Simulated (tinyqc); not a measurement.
# Worked calculation: elastic trap-assisted tunnelling through a dielectric

Computed by the program tinyqc: `OMP_NUM_THREADS=1 python tinyqc.py 2370094 2370095 out.jsonl`, one thread of a shared Intel Xeon 2.30GHz, about 0.03 s for the whole run. Printed values are rounded.

Emitter at x = 0 (Fermi level 0), collector at x = t (Fermi level -V), band edge U(x) = phi - F x, F = V/t. A trap at x has the energy E = U(x) - Et. With G(u) = (4/(3 F)) sqrt(mo/C) max(u, 0)^1.5, C = hbar^2/(2 m0): S1 = G(phi - E) - G(Et), S2 = G(Et) - G(phi - V - E), T1,2 = exp(-S1,2). The steady rate through one trap is nu T1 T2 (f1 - f2)/(T1 + T2), f1 = f(E), f2 = f(E + V), f(y) = 1/(1 + exp(y/Vt)); both contacts offer states at E.

Values chosen for this exercise; dielectric values close to those of silicon dioxide:
```
symbol   value   unit                                           meaning
T          300      K                                       temperature
phi       3.15     eV             barrier above the emitter Fermi level
mo        0.49     m0                                   tunnelling mass
t          7.3     nm                                         thickness
Et        2.93     eV  trap depth below the band edge of the dielectric
Nt      3.1e17  cm^-3                                      trap density
nu        1e13    1/s                                 attempt frequency
n           13                                       points of the grid
V         1.38      V                                           voltage
xa        2.93     nm                              left end of the grid
xb        3.91     nm                             right end of the grid
```

Constants: q = 1.602176634e-19 C, kB = 1.380649e-23 J/K, hbar = 1.054571817e-34 J s, m0 = 9.1093837015e-31 kg, Vt = kB T/q, hbar^2/(2 m0) = 0.0380998212 eV nm^2. Results are converted to the units shown.

Range of the model: Phonon-assisted (inelastic) capture, chains of traps and a spread of trap depths are left out.

## Rate through a trap near the best position

n equally spaced x from xa to xb, where nearly all of the current flows; J = q Nt times the integral of the rate, by Simpson's rule.

```
point   x (nm)     E (eV)       S1       S2   f1 - f2   rate (1/s)
0      2.93000  -0.333890  37.6223  49.6701  0.999998   2.68262e-9
1      3.01167  -0.349329  38.7168  48.8189  0.999999   6.28354e-9
2      3.09333  -0.364767  39.8137  47.9646  0.999999   1.47607e-8
3      3.17500  -0.380205  40.9131  47.1072   1.00000   3.47295e-8
4      3.25667  -0.395644  42.0148  46.2468   1.00000   8.10986e-8
5      3.33833  -0.411082  43.1190  45.3833   1.00000   1.76754e-7
6      3.42000  -0.426521  44.2255  44.5167   1.00000   2.65621e-7
7      3.50167  -0.441959  45.3345  43.6470   1.00000   1.72891e-7
8      3.58333  -0.457397  46.4458  42.7743   1.00000   6.57557e-8
9      3.66500  -0.472836  47.5595  41.8986   1.00000   2.20626e-8
10     3.74667  -0.488274  48.6756  41.0199   1.00000   7.24852e-9
11     3.82833  -0.503712  49.7941  40.1382   1.00000   2.36967e-9
12     3.91000  -0.519151  50.9149  39.2534   1.00000  7.72582e-10
```

J = 3.42448e-16 A/cm^2

A converged quadrature gives 3.469e-16 A/cm^2; this grid is 1.3 % below that. The rate peaks at x = 3.42 nm; traps sink below the emitter Fermi level beyond x = 1.16 nm.

## The best-placed trap against direct tunnelling

xs = 3.42 nm

At x = xs: E, S1, S2 and the occupation (T1 f1 + T2 f2)/(T1 + T2). Direct tunnelling at E = 0 has S = (4/(3 F)) sqrt(mo/C) [phi^1.5 - max(phi - V, 0)^1.5].

E = -0.426521 eV
S1 = 44.2255
S2 = 44.5167
occupation = 0.572274
S of direct tunnelling = 81.8482

The harder of the two steps has S = 44.5, 54.4 % of the direct exponent: the trap splits one long tunnelling path into two short ones.
